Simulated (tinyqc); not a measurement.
Molecular dynamics of a small cluster by velocity Verlet steps: one step, computed by the program tinyqc.

E = sum_i {sum_j A exp(-p (r_ij/r0 - 1)) - xi sqrt(rho_i)}, rho_i = sum_j exp(-2 q (r_ij/r0 - 1)); the force on i is -sum_j w_ij (R_i - R_j)/r_ij with w_ij = -(2p/r0) A exp(-p (r_ij/r0 - 1)) + (xi q/r0) exp(-2 q (r_ij/r0 - 1)) (rho_i^(-1/2) + rho_j^(-1/2)).

Problem. Step 1. Velocity Verlet: a = c F/M with c = 9.648533212e-3 angstrom/fs^2 per eV/(angstrom u); R(new) = R + v dt + a dt^2/2; v(new) = v + (a + a(new)) dt/2. Kinetic energy K = M v^2/(2c); temperature T = 2K/((3N - 3) k_B), rotation of the cluster included. After each step v is scaled by sqrt(1 + (dt/tau)(T0/T - 1)).

Inputs (values chosen for the exercise, for model atoms):

| quantity | value | unit |
|---|---|---|
| length r0 | 3.01 | angstrom |
| repulsion A | 0.13 | eV |
| hopping xi | 1.62 | eV |
| decay p | 11.9 | - |
| decay q | 3.31 | - |
| atomic mass M | 71.4 | u |
| time step dt | 3.7 | fs |
| target temperature T0 | 500 | K |
| coupling time tau | 50 | fs |

Potential: Gupta. Thermostat: Berendsen.

starting positions (angstrom):
```
            x     y      z
atom 1  -0.04  0.01   0.11
atom 2   2.79  0.05   0.02
atom 3   1.38  2.44  -0.06
atom 4   1.41  0.81   2.26
atom 5   1.41  0.84  -2.31
```

starting velocities (angstrom/fs):
```
               x         y         z
atom 1  -0.00149   0.00064   0.00087
atom 2   0.00054  -0.00031  -0.00233
atom 3   0.00105   -0.0019  -0.00154
atom 4   0.00038   0.00046   0.00371
atom 5  -0.00048    0.0011  -0.00071
```

Constants: 1 eV/(angstrom u) = 9.648533212e-03 angstrom/fs^2; k_B = 8.617333262e-05 eV/K.

Give: positions after step 1; new forces; velocities after step 1; total energy.

Solution.

positions after step 1 (angstrom):
```
             x      y       z
atom 1  -0.045  0.012   0.113
atom 2   2.792  0.049   0.011
atom 3   1.384  2.433  -0.066
atom 4   1.411  0.812   2.274
atom 5   1.408  0.844  -2.312
```

new forces (eV/angstrom):
```
              x        y        z
atom 1   0.1257   0.0287  -0.6526
atom 2   0.0773  -0.2333  -0.2722
atom 3  -0.1261   0.2149   0.2403
atom 4   0.0797   0.2452   0.2011
atom 5  -0.1566  -0.2554   0.4834
```

velocities after step 1 (angstrom/fs):
```
                x          y          z
atom 1  -0.001513   0.000672   0.000544
atom 2   0.000628  -0.000449  -0.002599
atom 3   0.001030  -0.001873  -0.001500
atom 4   0.000434   0.000618   0.004031
atom 5  -0.000579   0.001020  -0.000477
```

total energy = -13.77 eV
